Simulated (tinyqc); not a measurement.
Three-phonon processes in a diatomic chain: dispersion, energy and momentum conservation, and decay channels of optical phonons: one step, computed by the program tinyqc.

Cell length a, two atoms, one spring constant. x = q a/pi runs from -1 to 1; A and O are the acoustic and optical branches. Matrix elements are not computed: only conservation laws and occupation factors are followed.

Problem. Dispersion. omega^2 = k (1/m + 1/M) -/+ k sqrt((1/m + 1/M)^2 - 4 sin^2(pi x/2)/(m M)); nu = 15.6333042 THz x sqrt(omega^2) for eV/(angstrom^2 u).

Inputs (values chosen for the exercise, for a model chain): light mass m = 31 u; heavy mass M = 141 u; spring constant k = 3 eV/angstrom^2.

Constants: nu for 1 eV/(angstrom^2 u) = 15.6333042 THz.

Give: the table «Branches» with the columns nu_A (THz), nu_O (THz), for x = 0.10, 0.20, 0.35, 0.50, 0.65, 0.80, 0.90, 1.00.

Solution.

Branches:
```
x,nu_A (THz),nu_O (THz)
0.10,0.458,7.582
0.20,0.909,7.542
0.35,1.559,7.435
0.50,2.153,7.285
0.65,2.658,7.116
0.80,3.028,6.967
0.90,3.174,6.901
1.00,3.225,6.878
```
